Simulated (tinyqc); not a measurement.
Reset of a mushroom phase-change cell, hemispherical electro-thermal model: one step of the calculation.

Current spreads from a hemispherical contact of radius r0 into a large dome with constant rho and ka: j = I/(2 pi r^2). With s = r0/r the steady rise is T - T0 = c (b s - s^2), c = I^2 rho/(8 pi^2 ka r0^2). The heat lost through the heater, (T(r0) - T0)/Rh, fixes b = (2 + g)/(1 + g), g = 1/(2 pi ka r0 Rh).

Task. Constants and melting current. The peak lies at s = b/2 with the rise c b^2/4; melting starts at the current where that equals Tm - T0, and the molten shell spans the roots of s^2 - b s + (Tm - T0)/c = 0 (s at most 1). Electrical resistance rho/(2 pi r0).

Parameters, values chosen for the exercise; values of the order of Ge-Sb-Te and related chalcogenides: ambient temperature T0 = 300 K; melting point Tm = 897 K; radius of the heater contact r0 = 11 nm; resistivity of the hot chalcogenide rho = 3 mohm cm; its thermal conductivity ka = 1.28 W/(m K); thermal resistance of the path through the heater Rh = 40 K/uW.

Wanted: g; b; resistance; radius of the peak; melting current; power at that current.

Result.

g = 0.2826
b = 1.780
resistance = 0.4341 kohm
radius of the peak = 12.36 nm
melting current = 554.4 uA
power at that current = 133.4 uW

Range of the model: Constant properties, no latent heat, thermoelectric terms, boundary resistance or heating in the heater itself.

Computed by the program tinyqc: `OMP_NUM_THREADS=1 python tinyqc.py 2490060 2490061 out.jsonl`, one thread of a shared Intel Xeon 2.30GHz, about 0.01 s for the whole run.
